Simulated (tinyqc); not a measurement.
Gate work function from the charge.

Inverse problem. For an undoped double gate, Q = 8 eps0 eps_r Vt beta tan(beta)/ts with 0 < beta < pi/2, and at the source (Vg - dphi)/(2 Vt) - ln[(2/ts) sqrt(2 eps0 eps_r Vt/(q ni))] = ln(beta) - ln(cos beta) + 2 r beta tan(beta), r = eps_r tox/(eox ts). Find beta and dphi.

Inputs (values chosen for the exercise); material values those of a made-up semiconductor:
```
symbol  value  unit                                      meaning
T         293     K                                  temperature
eps_r    10.8         relative permittivity of the semiconductor
eox      22.9        relative permittivity of the gate insulator
tox       7.3    nm                          insulator thickness
ts          5    nm                               body thickness
Vg        0.7     V                                 gate voltage
```

Constants: q = 1.602176634e-19 C, kB = 1.380649e-23 J/K, Vt = kB T/q, eps0 = 8.8541878128e-14 F/cm where lengths are in cm. Results are converted to the units shown.

Qs = 280.71984 nC/cm^2
ni = 3.2574282e11 cm^-3

Answer. beta tan(beta) rises from 0 without bound on the interval, so the charge fixes beta; the second relation is then explicit in dphi.

beta = 0.762
dphi = 0.230 V

Numbers from tinyqc (`OMP_NUM_THREADS=1 python tinyqc.py 2440094 2440095 out.jsonl`; about 0.02 s on one thread of a shared Intel Xeon 2.30GHz).
